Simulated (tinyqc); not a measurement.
# Illuminated p-n diode, drift-diffusion by the Gummel loop with Scharfetter-Gummel fluxes: what changes with what

Abrupt junction at x = 0, p side from -Lp, n side to Ln, ohmic contacts. psi is counted from the intrinsic level; n = ni exp((psi - phin)/Vt), p = ni exp((phip - psi)/Vt). Contacts: p side psi = V - Vt ln(Na/ni), p = Na, n = ni^2/Na; n side psi = Vt ln(Nd/ni), n = Nd, p = ni^2/Nd. Constant mobilities, D = mu Vt, Boltzmann statistics, SRH recombination through a mid-gap level, U = (n p - ni^2)/(tp (n + ni) + tn (p + ni)). Current is positive from the p contact to the n contact.

Values chosen for this exercise; band and dielectric values close to those of silicon:
```
symbol    value        unit                                 meaning
T           300           K                             temperature
Eg         1.12          eV                                band gap
eps_r      11.7                               relative permittivity
Nc      2.77e19       cm^-3  conduction-band density of states at T
Nv      2.66e19       cm^-3     valence-band density of states at T
Na       5.6e16       cm^-3          acceptor density of the p side
Nd       4.3e16       cm^-3             donor density of the n side
mun         860  cm^2/(V s)                       electron mobility
mup         280  cm^2/(V s)                           hole mobility
tn         3e-8           s               SRH lifetime of electrons
tp         8e-8           s                   SRH lifetime of holes
Lp          4.9          um                    length of the p side
Ln         0.75          um                    length of the n side
G          3e20  cm^-3 s^-1                 uniform generation rate
```

Constants: q = 1.602176634e-19 C, kB = 1.380649e-23 J/K, Vt = kB T/q, eps0 = 8.8541878128e-14 F/cm where lengths are in cm. Results are converted to the units shown.

Each table varies one quantity; the others keep the values above.

## Current against voltage in the dark

ni = sqrt(Nc Nv) exp(-Eg/(2 Vt)), Eg in volts. Poisson and both continuity equations are solved self-consistently with Scharfetter-Gummel fluxes on a graded mesh of 500 nodes. J_scr is q times the integral of U between -xp and xn. Ideal diffusion current J_id = q ni^2 [Dn coth(wp/Le)/(Le Na) + Dp coth(wn/Lh)/(Lh Nd)] (exp(V/Vt) - 1), Le = sqrt(Dn tn), Lh = sqrt(Dp tp), wp = Lp - xp, wn = Ln - xn, with xp and xn from the depletion approximation (W = sqrt(2 eps0 eps_r (Vbi - V)(1/Na + 1/Nd)/q), xp = W Nd/(Na + Nd), xn = W Na/(Na + Nd), Vbi = Vt ln(Na Nd/ni^2)). Ideality factor = 0.004 V/(Vt ln[J(V + 0.004 V)/J(V)]). Here G = 0.

In this table G = 0 cm^-3 s^-1.

Current against voltage in the dark:

| V (V) | J (A/cm^2) | ideality factor | J_scr/J (%) | J_id (A/cm^2) | share recombining at the contacts (%) | larger minority/doping at -xp and xn |
|---|---|---|---|---|---|---|
| 0.16 | 5.20e-7 | 1.76 | 94.1 | 3.10e-8 | 5.68 | 4.75e-11 |
| 0.22 | 2.01e-6 | 1.65 | 84.4 | 3.15e-7 | 14.9 | 4.82e-10 |
| 0.29 | 1.19e-5 | 1.39 | 60.7 | 4.68e-6 | 37.6 | 7.17e-9 |
| 0.35 | 7.22e-5 | 1.19 | 34.7 | 4.74e-5 | 62.4 | 7.25e-8 |
| 0.42 | 8.11e-4 | 1.07 | 13.6 | 7.05e-4 | 82.6 | 1.07e-6 |
| 0.48 | 0.00748 | 1.03 | 5.39 | 0.00713 | 90.4 | 1.08e-5 |
| 0.55 | 0.107 | 1.01 | 1.81 | 0.106 | 93.8 | 1.59e-4 |
| 0.61 | 1.06 | 1.01 | 0.734 | 1.07 | 94.7 | 0.00156 |
| 0.68 | 14.5 | 1.09 | 0.259 | 15.8 | 95.2 | 0.0203 |

J rises from 5.20e-7 to 14.5 A/cm^2; the ideality factor goes from 1.76 through a minimum of 1.01 (at V = 0.55 V among the rows listed) to 1.09. Recombination in the depleted layer carries over half of the current up to V = 0.29 V, where the factor is 1.39; it grows roughly as exp(V/2 Vt), so diffusion overtakes it. Where the factor is lowest (V = 0.55 V), J is 0.99 % above the ideal diffusion current.

## Solar-cell figures against the SRH lifetime of electrons

Jsc = -J(0), collected share Jsc/(q G (Lp + Ln)), estimate q G [W + Le tanh(wp/2 Le) + Lh tanh(wn/2 Lh)] at V = 0 with Le = sqrt(Dn tn), Lh = sqrt(Dp tp), W, wp = Lp - xp and wn = Ln - xn from the depletion approximation; J(Voc) = 0; Vmp maximises -J V; FF = Pmax/(Jsc Voc).

Result of one run:

| tn (s) | Jsc (mA/cm^2) | collected share (%) | estimate of Jsc (mA/cm^2) | Voc (V) | Vmp (V) | FF | Pmax (mW/cm^2) |
|---|---|---|---|---|---|---|---|
| 1e-6 | 14.0 | 51.7 | 14.1 | 0.498 | 0.423 | 0.792 | 5.54 |

What becomes of these results when the SRH lifetime of electrons tn is changed from 1e-6 to 1e-7 s, all else the same?

Result of the changed run:

| tn (s) | Jsc (mA/cm^2) | collected share (%) | estimate of Jsc (mA/cm^2) | Voc (V) | Vmp (V) | FF | Pmax (mW/cm^2) |
|---|---|---|---|---|---|---|---|
| 1e-7 | 14.0 | 51.4 | 14.0 | 0.497 | 0.422 | 0.790 | 5.48 |

The whole series:

| tn (s) | Jsc (mA/cm^2) | collected share (%) | estimate of Jsc (mA/cm^2) | Voc (V) | Vmp (V) | FF | Pmax (mW/cm^2) |
|---|---|---|---|---|---|---|---|
| 1e-10 | 4.74 | 17.4 | 4.78 | 0.419 | 0.336 | 0.694 | 1.38 |
| 1e-9 | 9.10 | 33.5 | 9.13 | 0.469 | 0.390 | 0.752 | 3.21 |
| 1e-8 | 13.1 | 48.4 | 13.2 | 0.492 | 0.417 | 0.782 | 5.06 |
| 1e-7 | 14.0 | 51.4 | 14.0 | 0.497 | 0.422 | 0.790 | 5.48 |
| 1e-6 | 14.0 | 51.7 | 14.1 | 0.498 | 0.423 | 0.792 | 5.54 |

As tn rises from 1e-10 to 1e-6, the collected share rises from 17.4 to 51.7 %, Voc rises from 0.419 to 0.498 V and FF rises from 0.694 to 0.792. The estimate of Jsc is within 0.82 % in all rows.

tinyqc, about 0.6 s, one thread, Intel Xeon 2.30GHz (shared host): `OMP_NUM_THREADS=1 python tinyqc.py 2240034 2240035 out.jsonl`
